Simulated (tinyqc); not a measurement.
Anneal temperature: kinetics of strain relaxation and threading dislocations in mismatched semiconductor layers. Computed by tinyqc, a small Python program. Command: `OMP_NUM_THREADS=1 python tinyqc.py 3012646 3012647 out.jsonl threading walk`. One thread of a shared host (Intel(R) Xeon(R) Processor @ 2.30GHz), about 0.01 s of CPU time with the checks.

60-degree dislocations on {111} planes of a (001) layer, isotropic elasticity. The Schmid factor is 1/sqrt(6), and a misfit segment relieves strain with b/2.

Inputs (values chosen for the exercise, modelled on Si(0.7)Ge(0.3) on Si): misfit f = 0.0126; shear modulus G = 62.1 GPa; Poisson ratio nu = 0.27; Burgers vector b = 3.89 angstrom; glide activation energy Q = 1.97 eV; velocity prefactor v0 = 29000 m/s per MPa; layer thickness h = 45 nm; anneal temperature T = 720 K; anneal time t = 910 s; initial thread density rho_0 = 28000 1/cm^2; multiplication constant delta = 21000 1/m.

Sources: multiplication.

Constants: k_B = 8.617333262e-05 eV/K.

Method:
- Excess resolved stress tau = (1/sqrt 6) [2 G (1 + nu)/(1 - nu)] (e - e_eq), e_eq = b (1 - nu/4) [ln(h/b) + 1]/(4 pi (1 + nu) h), the Matthews-Blakeslee strain of an uncapped layer; glide velocity v = v0 tau exp(-Q/(k_B T)), tau in MPa.
- Threads run in two directions, so de/dt = -(b/4) rho v, and they multiply as d rho/dt = delta rho v. With x = e - e_eq, x0 = f - e_eq (fully strained at t = 0) and v = m S x (m the mobility, S x = tau): rho = rho_0 + (4 delta/b)(x0 - x), so dx/dt = -k x (a - x), k = delta m S, a = x0 + b rho_0/(4 delta): a logistic law, x = a/[1 + (a/x0 - 1) exp(k a t)].
- The half time is that at which x = x0/2.

half time = 1054.36 s

excess stress tau = 855.239 MPa

equilibrium strain e_eq = 0.00290471

After the time t:
```
T (K)  first velocity (micrometre/s)  relieved (%)  threads (1/cm^2)  half time (s)
631                       4.5725e-03    1.2212e-03        3.0557e+04     9.2881e+04
653                       1.5497e-02    4.6096e-03        3.7651e+04     2.7405e+04
679                       5.9217e-02    2.8090e-02        8.6810e+04     7.1719e+03
699                       1.5517e-01    2.4558e-01        5.4214e+05     2.7369e+03
723                       4.5953e-01    4.6576e+01        9.7539e+07     9.2421e+02
740                       9.5012e-01    9.9990e+01        2.0937e+08     4.4699e+02
762                       2.3181e+00    1.0000e+02        2.0939e+08     1.8321e+02
799                       9.3003e+00    1.0000e+02        2.0939e+08     4.5665e+01
```

The half time follows exp(Q/(k_B T)), a decade for each 53 K near 723 K. Relief goes from 0.25 % at 699 K to 100.0 % at 740 K: with multiplication the onset is abrupt, after an incubation in which threads breed, and the final density is set by delta, not by rho_0. Caution: rows with more than 50 % relieved leave out blocking by crossing misfit lines, which slows real layers.

Extremes, crossings and ranges named in words are read from the listed rows.
